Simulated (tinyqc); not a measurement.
Changing the trap density N_t: space-charge-limited current through a thin insulating or semi-insulating film with traps. Computed by tinyqc, a small Python program. Command: `OMP_NUM_THREADS=1 python tinyqc.py 3003419 3003420 out.jsonl sclc sweep`. One thread of a shared host (Intel(R) Xeon(R) Processor @ 2.30GHz), about 0.01 s of CPU time with the checks.

One ohmic injecting contact at x = 0 (field zero), drift only, non-degenerate free carriers.

Inputs (values chosen for the exercise, modelled on semi-insulating GaAs): permittivity eps = 12.9; band mobility mu = 2900 cm^2/(V s); effective density of states N_c = 4.9e+17 1/cm^3; equilibrium Fermi level below the band edge, E_0 = 0.75 eV; thickness d = 560 nm; free density at the anode, in units of N_c = 2.6e-08; temperature T = 300 K; characteristic temperature T_c = 900 K.

Traps: exponential tail.

Constants: k_B = 8.617333262e-05 eV/K; e = 1.602176634e-19 C; eps_0 = 8.8541878128e-12 F/m.

Method:
- Free density n_0 = N_c exp(-E_0/k_B T) in equilibrium; trapped density n_t(n) = N_t (n/N_c)^(T/T_c) (the low-temperature form).
- theta = n/(n + n_t) at the anode density; trap-filled-limit voltage V_TFL = e (N_t - n_t(n_0)) d^2/(2 eps eps_0).
- J = e mu n F and (eps eps_0/e) dF/dx = n - n_0 + n_t(n) - n_t(n_0) = rho(n). With F = J/(e mu n): d = (eps eps_0 J/(e^2 mu)) I_1 and V = (eps eps_0 J^2/(e^3 mu^2)) I_2, I_k = int_(n_L)^infinity dn/(n^(k+1) rho(n)), n_L the density at the anode; with u = n_L/n, 200 Gauss-Legendre points in t, u = 1 - (1 - t)^2.
- Anode field J/(e mu n_L); Mott-Gurney current (9/8) eps eps_0 mu V^2/d^3; ohmic current e n_0 mu V/d.

One run for each value:
```
trap density N_t (1/cm^3)  voltage V (V)  current density J (A/cm^2)       theta   V_TFL (V)
1.50e+15                      1.4772e-03                  2.7236e-04  2.8588e-03  3.2990e-01
4.10e+15                      4.0189e-03                  7.4176e-04  1.0478e-03  9.0173e-01
1.10e+16                      1.0764e-02                  1.9875e-03  3.9080e-04  2.4193e+00
3.00e+16                      2.9337e-02                  5.4176e-03  1.4333e-04  6.5980e+00
8.20e+16                      8.0170e-02                  1.4805e-02  5.2441e-05  1.8035e+01
2.20e+17                      2.1507e-01                  3.9719e-02  1.9547e-05  4.8385e+01
6.10e+17                      5.9631e-01                  1.1013e-01  7.0498e-06  1.3416e+02
1.70e+18                      1.6618e+00                  3.0691e-01  2.5297e-06  3.7389e+02
4.50e+18                      4.3990e+00                  8.1241e-01  9.5565e-07  9.8970e+02
```

Over the rows, voltage V (V) rises from 0.00148 to 4.40 (exponent d ln y / d ln x about 1.00 throughout); current density J (A/cm^2) rises from 2.72e-4 to 0.812 (exponent d ln y / d ln x about 1.00 throughout); theta falls from 0.00286 to 9.56e-7 (exponent d ln y / d ln x about -1.00 throughout). The exponent of V_TFL stays at 1: the charge of the filled traps.

Caution (rows 1.50e15, 4.10e15, 1.10e16, 3.00e16, 8.20e16, 2.20e17): V is below 10 k_B T/e, where diffusion from the contact, left out here, dominates. Caution (rows 2.20e17, 6.10e17, 1.70e18, 4.50e18): mu V/d exceeds 1e7 cm/s, so velocity saturation would limit the current.
